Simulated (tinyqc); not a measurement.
MOSFET in saturation, small-signal circuit and noise: one step of the calculation.

Bias by the inversion coefficient IC = I/Ispec (charge-based model with velocity saturation; weak inversion below 0.1, strong above 10). Common-source circuit: gm, gds, Cgs, Cgd and Cj at the inner nodes, Rg in series with the gate; quasi-static, no source or drain resistance, no gate-body capacitance, no substrate network, no induced gate noise, so fmax is an upper estimate.

Question. Current gain and unilateral power gain. |h21| = |Y21/Y11|; U = |Y21 - Y12|^2/(4 [Re Y11 Re Y22 - Re Y12 Re Y21]). Extrapolated at 20 dB a decade: f |h21| and f sqrt(U).

Parameters, values chosen for the exercise:
- f = 2 GHz (signal frequency)

Y with Rg (mS):
```
                            1                            2
1  0.0005061192+0.1384322226i  -0.0001745835-0.0477515700i
2  0.7502390171-0.0504951417i   0.0450890997+0.1253532316i
```

Find: |h21|; U; f |h21|; f sqrt(U).

Answer.

|h21| = 5.432
U = 915.4
f |h21| = 10.86 GHz
f sqrt(U) = 60.51 GHz

Program tinyqc, `OMP_NUM_THREADS=1 python tinyqc.py 2150054 2150055 out.jsonl`; Intel Xeon 2.30GHz, shared host, one thread, about 0.01 s.
